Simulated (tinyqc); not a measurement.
## Strained alloy layer of GaSb and GaAs on (001) InP, model-solid band line-up: gaps, strain and offsets against composition

The layer is x parts of the first compound and 1 - x of the second, grown coherently on the third as substrate and barrier. Rows of the table: lattice constant a, average valence level Ea on an absolute scale, spin-orbit splitting so, gaps at Gamma, X and L, hydrostatic deformation potentials av and ac (Gamma), shear potential b, elastic constants, electron and heavy-hole (along z) masses. All are interpolated linearly in x; gaps get -C x (1 - x), taken wholly in the conduction band; real line-ups can differ from this model by 0.1 eV or more.

In-plane strain e = (a_substrate - a)/a, e_z = -2 (c12/c11) e, volume change 2 e + e_z. With v = 2 e + e_z and d = 2 b (e_z - e): Eav = Ea + av v; E_hh = Eav + so/3 - d/2; E_lh = Eav - so/6 + d/4 + sqrt(so^2 + so d + 9 d^2/4)/2; E_c = Ea + so/3 + EG + ac v (Gamma). Substrate: E_v = Ea + so/3, E_c = E_v + EG. Well depths: dEc = E_c(substrate) - E_c, dEhh = E_hh - E_v(substrate), dElh likewise; strained Gamma gap E_c - max(E_hh, E_lh); positive values confine carriers in the layer. Matthews-Blakeslee for 60-degree dislocations in a single layer: hc = k (ln(hc/bv) + 1), k = bv (1 - nu/4)/(4 pi |e| (1 + nu)), nu = c12/(c11 + c12), bv = a/sqrt(2); the larger root. The valence offset is the larger of dEhh and dElh; a dash marks |e| under 0.02 % or no root.

Inputs (values chosen for the exercise):
- CG = 1.43 eV (bowing of the Gamma gap)
- CX = 1.2 eV (bowing of the X gap)
- CL = 1.2 eV (bowing of the L gap)

Binary compounds, values chosen for the exercise:
```
,close to GaSb,close to GaAs,close to InP
a (angstrom),6.096,5.653,5.869
Ea (eV),-6.25,-6.92,-7.04
so (eV),0.754,0.335,0.109
EG (eV),0.722,1.41,1.33
EX (eV),1.04,1.9,2.21
EL (eV),0.817,1.71,1.92
av (eV),0.793,1.16,1.26
ac (eV),-6.89,-7.15,-5.07
b (eV),-1.98,-1.72,-1.71
c11 (GPa),87.4,119,102
c12 (GPa),40.5,53.5,56.7
me (m0),0.0385,0.067,0.0794
mh (m0),0.248,0.35,0.531
```

Result of one run:
```
e (%),relaxed Gamma gap (eV),lower of X and L gaps (eV),strained Gamma gap (eV),E_hh - E_lh (meV),dEc (eV),valence offset (eV),hc (nm)
-1.942,0.6259,0.8153,0.7193,125.6,-0.2446,0.8553,3.92
```

Which fraction of the first compound in the layer x gave this result: 0.31, 0.38, 0.5 or 0.75?

x = 0.75.

The whole series:
```
x,e (%),relaxed Gamma gap (eV),lower of X and L gaps (eV),strained Gamma gap (eV),E_hh - E_lh (meV),dEc (eV),valence offset (eV),hc (nm)
0.25,1.826,0.9699,1.262,0.7298,-139.1,0.1041,0.4961,4.15
0.31,1.359,0.8908,1.176,0.7152,-101.6,0.09790,0.5169,6.29
0.38,0.8187,0.8117,1.088,0.7080,-59.89,0.07840,0.5436,12.4
0.44,0.3605,0.7549,1.021,0.7101,-25.85,0.05115,0.5687,34.8
0.5,-0.09362,0.7085,0.9635,0.7133,6.579,0.01417,0.6025,175
0.56,-0.5436,0.6724,0.9142,0.7000,37.43,-0.03252,0.6625,21.1
0.62,-0.9896,0.6465,0.8736,0.6960,66.77,-0.08895,0.7229,9.82
0.69,-1.505,0.6294,0.8371,0.7031,99.20,-0.1671,0.7940,5.61
0.75,-1.942,0.6259,0.8153,0.7193,125.6,-0.2446,0.8553,3.92
```

The relaxed Gamma gap falls from 0.970 to 0.626 eV and the strained one moves up and down between 0.696 and 0.730 eV. The lattice matches the substrate at x = 0.488; the heavy hole is on top where the layer is compressed (e < 0) and the light hole where it is stretched. dEc falls from 0.104 to -0.245 eV and the valence offset rises from 0.496 to 0.855 eV. At the largest strain listed, -1.94 %, strain changes the gap by 93.4 meV.

Numbers from tinyqc (`OMP_NUM_THREADS=1 python tinyqc.py 2690036 2690037 out.jsonl`; about 0.01 s on one thread of a shared Intel Xeon 2.30GHz).
